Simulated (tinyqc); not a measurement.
Deal-Grove kinetics of thermal oxidation of silicon: one step, computed by the program tinyqc.

Oxidant diffuses through the oxide and reacts at the interface, so that dx/dt = B/(A + 2x) for the oxide thickness x.

Question. Rate constants. B = B0 p exp(-E_B/(k_B T)), B/A = (B/A)0 p^m exp(-E_A/(k_B T)), p in atm; A = B/(B/A). Temperatures in kelvin are T(C) + 273.15.

Inputs (values chosen for the exercise, close to those used for silicon):

| quantity | value | unit |
|---|---|---|
| prefactor B0 | 771 | um^2/h |
| activation energy E_B | 1.22 | eV |
| prefactor (B/A)0 | 6.93e+06 | um/h |
| activation energy E_A | 2.01 | eV |
| temperature T | 1000 | C |
| oxidant pressure p | 0.1 | atm |
| pressure exponent m of B/A | 0.77 | - |

Ambient: dry oxygen. Surface: (111).

Constants: k_B = 8.617333262e-05 eV/K.

Give: parabolic constant B; linear constant B/A; length A.

Answer.

parabolic constant B = 0.001142 um^2/h

linear constant B/A = 0.01301 um/h

length A = 0.08781 um

Reaction at the interface limits growth while x is well below A/2 = 0.0439 um, diffusion once x is well above it.
